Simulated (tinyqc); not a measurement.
Sub-threshold conduction and electro-thermal threshold of an amorphous chalcogenide: threshold against amorphous thickness.

Trap-limited conduction: I = I0 exp(-Ea/kB T) sinh(q V dz/(2 ua kB T)), I0 = 2 q A Nt dz/ta. One lumped temperature T = T0 + Rt I V. The threshold is the largest V for which a steady state exists on the low-current branch.

The threshold is the first local maximum over T of the V that solves Rt I(V, T) V = T - T0. Rt is held fixed.

Inputs (values chosen for the exercise); values of the order of Ge-Sb-Te and related chalcogenides: ambient temperature T0 = 300 K; cross-section A = 3000 nm^2; distance between traps dz = 4.2 nm; activation energy Ea = 0.24 eV; trap density Nt = 2.3e19 cm^-3; attempt time ta = 1e-15 s; thermal resistance Rt = 1.2 K/uW.

Constants: q = 1.602176634e-19 C, kB = 1.380649e-23 J/K. Results are converted to the units shown.

Result of one run:
```
ua (nm)	Vth (V)	T - T0 (K)	Ith (uA)	field (MV/cm)
48	0.8374	55.60	55.33	0.1745
```

What becomes of these results when the amorphous thickness ua is changed from 48 to 18 nm, all else the same?

Result of the changed run:
```
ua (nm)	Vth (V)	T - T0 (K)	Ith (uA)	field (MV/cm)
18	0.4570	61.51	112.2	0.2539
```

The whole series:
```
ua (nm)	Vth (V)	T - T0 (K)	Ith (uA)	field (MV/cm)
18	0.4570	61.51	112.2	0.2539
24	0.5490	59.38	90.12	0.2288
30	0.6309	57.97	76.57	0.2103
36	0.7052	56.96	67.31	0.1959
42	0.7737	56.20	60.53	0.1842
48	0.8374	55.60	55.33	0.1745
54	0.8973	55.12	51.19	0.1662
60	0.9539	54.72	47.81	0.1590
```

Vth rises from 0.457 to 0.954 V, as ua^(0.61), and the threshold field falls from 0.254 to 0.159 MV/cm; Ith falls from 112 to 47.8 uA. A power of 1 would mean a fixed threshold field.

Range of the model: Purely electronic switching mechanisms, filaments and series resistance are left out.

Computed by the program tinyqc: `OMP_NUM_THREADS=1 python tinyqc.py 2490111 2490112 out.jsonl`, one thread of a shared Intel Xeon 2.30GHz, about 0.01 s for the whole run.
